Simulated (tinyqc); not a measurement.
Cylindrical quantum wire: sweeps and comparisons. A value that a table varies takes the place of the one given here.

A cylinder of radius R, isotropic masses, c = hbar^2/2m0, k = sqrt(mw E/c), kappa = sqrt(mb (V0 - E)/c). State (n, m) is J_m(k r) inside and K_m(kappa r) outside; psi and psi'/m are continuous: (k/mw) J_m'(kR)/J_m(kR) = (kappa/mb) K_m'(kappa R)/K_m(kappa R).

With hard walls E = c (x/R)^2/mw, x a zero of J_m: (1,0) 2.404826; (2,0) 5.520078; (1,1) 3.831706; (2,1) 7.015587; (1,2) 5.135622; (2,2) 8.417244; (1,3) 6.380162; (2,3) 9.761023.

Constants: hbar^2/2m0 = 3.80998211 eV angstrom^2.

Values chosen for the exercise (near those of an InGaAs wire in InP; the results hold for these values, not for the real material): V0 = 0.243 eV (barrier height); mw = 0.04 m0 (mass inside); mb = 0.0779 m0 (mass outside); Rs = (44, 63, 88, 126, 176, 252, 353) angstrom (radii); R = 126 angstrom (radius).

## Radius

The two lowest states against R; a dash marks an unbound state.

Levels (eV):

| R (angstrom) | (1,0) | (1,1) | (1,0), hard walls | flat well of width 2R |
|---|---|---|---|---|
| 44 | 0.1020 | 0.2406 | 0.2845 | 0.0466 |
| 63 | 0.0649 | 0.1650 | 0.1388 | 0.0289 |
| 88 | 0.0403 | 0.1031 | 0.0711 | 0.0177 |
| 126 | 0.0230 | 0.0587 | 0.0347 | 0.0100 |
| 176 | 0.0132 | 0.0335 | 0.0178 | 0.0057 |
| 252 | 0.0070 | 0.0178 | 0.0087 | 0.0030 |
| 353 | 0.0038 | 0.0096 | 0.0044 | 0.0016 |

How do the results move?

The lowest state is bound at every radius listed. (1,1) is bound at every radius listed. At the largest radius the level is 0.86 of the hard-wall value and 2.34 times that of the flat well (the hard-wall ratio is 2.34); the exponent d ln E/d ln R between the last two radii is -1.82.

## Shape and dimension

Lowest level with hard walls: film c (pi/2R)^2/mw, cylinder c (2.404826/R)^2/mw, sphere c (pi/R)^2/mw, square or cube of side a: 2 or 3 times c (pi/a)^2/mw; c = hbar^2/2m0. Finite barriers V0 with outer mass mb and psi, psi'/m continuous for film, cylinder and sphere (not separable for the square and the cube: dash).

Lowest level (eV):

| shape | hard walls | finite barrier |
|---|---|---|
| film, width 2R | 0.0148 | 0.0100 |
| cylinder, radius R | 0.0347 | 0.0230 |
| square wire of equal area | 0.0377 | - |
| sphere, radius R | 0.0592 | 0.0387 |
| cube of equal volume | 0.0684 | - |

What does this show?

With hard walls the levels of film, cylinder and sphere stand as 1 : 2.34 : 4.00; with the finite barrier as 1 : 2.31 : 3.88. The square lies 8.6 % above the circle of equal area and the cube 15.5 % above the sphere of equal volume: round shapes give the lowest level for a given size.

## What each parameter does

The lowest level (1,0) and its distance to V0. Each row changes one parameter from the base and keeps the others.

Results:

| case | E (eV) | V0 - E (eV) | k R |
|---|---|---|---|
| base | 0.0230 | 0.2200 | 1.9596 |
| R = 139 angstrom | 0.0196 | 0.2234 | 1.9948 |
| V0 = 0.292 eV | 0.0238 | 0.2682 | 1.9926 |
| mw = 0.044 m0 | 0.0217 | 0.2213 | 1.9941 |
| mb = 0.0974 m0 | 0.0220 | 0.2210 | 1.9166 |

What does this show?

The largest shifts from the base row, up to three for each result and ties (the steps differ in size, so this ranks the rows, not the parameters). E (eV): R -0.0034, mw -0.0014, mb -0.0010. V0 - E (eV): V0 +0.0482, R +0.0034, mw +0.0014. k R: mb -0.0429, R +0.0353, mw +0.0345.

Run: tinyqc, `OMP_NUM_THREADS=1 python tinyqc.py 1280817 1280818 out.jsonl`; Intel(R) Xeon(R) Processor @ 2.30GHz, one thread, shared host; about 0.05 s of CPU time with all checks.
